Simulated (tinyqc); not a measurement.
Boundary resistance from two temperatures.

Problem. A strip of width ws dissipates Pw per length on layer 1; with 45-degree spreading Tj - Tb = Pw [ln(w1/ws)/(2 k1) + Rb/w1], w1 = ws + 2 t1, where Tb is the temperature just under the boundary. Find Rb.

Values chosen for this exercise:

| symbol | value | unit | meaning |
|---|---|---|---|
| ws | 7.2 | um | width of the heated strip |
| Pw | 2.5 | W/mm | power per length of the strip |
| t1 | 1.3 | um | thickness of layer 1 |
| k1 | 52.1 | W/(m K) | conductivity of layer 1 |

Tb and Tj (K): [426.241576, 441.801707]

Answer. Subtract the resistance of layer 1 from (Tj - Tb)/Pw and multiply by w1.

Rb = 32.0 m^2 K/GW

tinyqc, about 0.01 s, one thread, Intel Xeon 2.30GHz (shared host): `OMP_NUM_THREADS=1 python tinyqc.py 2520015 2520016 out.jsonl`
